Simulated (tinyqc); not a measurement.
Finite-difference solution of the diffusion equation on a small grid: one step, computed by the program tinyqc.

dC/dt = D d2C/dx2 on nodes x_j = j dx, j = 0..7; the far end is sealed.

Problem. Time step 1. With r = D dt/dx^2: (1 - theta r M) C(new) = (1 + (1 - theta) r M) C(old); theta = 0 explicit, 1 implicit, 1/2 Crank-Nicolson.

Boundary at x = 0: surface loss. Scheme: Crank-Nicolson.

operator M:
```
           0          1          2          3          4          5          6          7
0  -3.290323   2.000000   0.000000   0.000000   0.000000   0.000000   0.000000   0.000000
1   1.000000  -2.000000   1.000000   0.000000   0.000000   0.000000   0.000000   0.000000
2   0.000000   1.000000  -2.000000   1.000000   0.000000   0.000000   0.000000   0.000000
3   0.000000   0.000000   1.000000  -2.000000   1.000000   0.000000   0.000000   0.000000
4   0.000000   0.000000   0.000000   1.000000  -2.000000   1.000000   0.000000   0.000000
5   0.000000   0.000000   0.000000   0.000000   1.000000  -2.000000   1.000000   0.000000
6   0.000000   0.000000   0.000000   0.000000   0.000000   1.000000  -2.000000   1.000000
7   0.000000   0.000000   0.000000   0.000000   0.000000   0.000000   2.000000  -2.000000
```

mesh ratio r = 5.58

C at the start (%): 74.80  100.00  72.00  15.50  8.89  0.00  0.00  0.00

Give: C after step 1.

Solution.

C after step 1 (%): -7.87  -4.70  14.14  40.75  26.51  20.87  13.82  11.72

At so large an r Crank-Nicolson steps are stable but let short waves flip sign, so sharp features can overshoot.
